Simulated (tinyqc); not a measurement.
Worked calculation: quaternary alloy A(x)B(1-x)C(y)D(1-y) matched to a substrate. Values are carried at full precision from step to step, so a last printed digit may differ when a step is redone from the rounded ones.

Matching a(x,y) = a_s gives x = (a_s - y a_BC - (1 - y) a_BD)/(y (a_AC - a_BC) + (1 - y)(a_AD - a_BD)).
Constants: hc = 1239.841984 eV nm.

Parameters, chosen for this exercise (AC, AD, BC, BD near GaAs, GaSb, InAs and InSb; substrate near GaSb; the results hold for these values, not for the real material):
- a = (5.653, 6.101, 6.054, 6.478) angstrom (lattice constants of AC, AD, BC, BD)
- a_s = 6.101 angstrom (substrate)
- y = 0.17 (fraction of C)
- Eg = (1.531, 0.805, 0.411, 0.235) eV (gaps at Gamma of AC, AD, BC, BD)
- Cb = (0.515, 0.417, 1.636, 0.749) eV (bowing of ABC, ABD, ACD, BCD)
- dx = -0.009 (error of x in growth)

## The matched composition

Give numerator, denominator and x.

numerator = -0.30492 angstrom
denominator = -0.38108 angstrom
x = 0.8001

## The gap by rule 1

Q(x,y) = x y Q_AC + x (1 - y) Q_AD + (1 - x) y Q_BC + (1 - x)(1 - y) Q_BD for the lattice constant. Gap, rule 1: Q(x,y) - x (1 - x)[y C_ABC + (1 - y) C_ABD] - y (1 - y)[x C_ACD + (1 - x) C_BCD]. Rule 2 (mean of ternaries): {x (1 - x)[y T_ABC(x) + (1 - y) T_ABD(x)] + y (1 - y)[x T_ACD(y) + (1 - x) T_BCD(y)]}/{x (1 - x) + y (1 - y)}, T_ABC(x) = x E_AC + (1 - x) E_BC - C_ABC x (1 - x), T_ACD(y) = y E_AC + (1 - y) E_AD - C_ACD y (1 - y), and alike. Only the Gamma valley is followed.

Give the four weights, the bilinear part, the two bowing terms, the gap and hc/gap.

weights of AC, AD, BC, BD: [0.1360, 0.6641, 0.0340, 0.1659]

bilinear part = 0.7958 eV

bowing terms (eV): [0.0693, 0.2058]

gap = 0.5206 eV
wavelength = 2381 nm

## The gap by rule 2

Give the four ternary gaps and their weighted mean.

T_ABC, T_ABD, T_ACD, T_BCD (eV): [1.2248, 0.6244, 0.6976, 0.1592]

gap = 0.6625 eV

Rule 2 lies 142 meV above rule 1: it averages the two bowing terms where rule 1 adds them. Both agree on the ternary edges.

## An error in composition

Replace x by x + dx; mismatch (a_s - a)/a and change of the relaxed gap by rule 1.

a = 6.1044 angstrom
mismatch = -0.056 %
change of the gap = -7.2 meV

The layer would be under compression; the strain shift of the gap is not included.

## Checks

- Lattice constant at the matched composition against a_s (angstrom): both 6.1010.
- Rule 2 as a mean of ternaries against its form with averaged bowing (eV): both 0.6625.

Computed by tinyqc, a small Python program: `OMP_NUM_THREADS=1 python tinyqc.py 1050191 1050192 out.jsonl` (the numbers bound the seed that draws the inputs); one thread of a shared host (Intel(R) Xeon(R) Processor @ 2.30GHz), about 0.01 s for the whole set of steps.
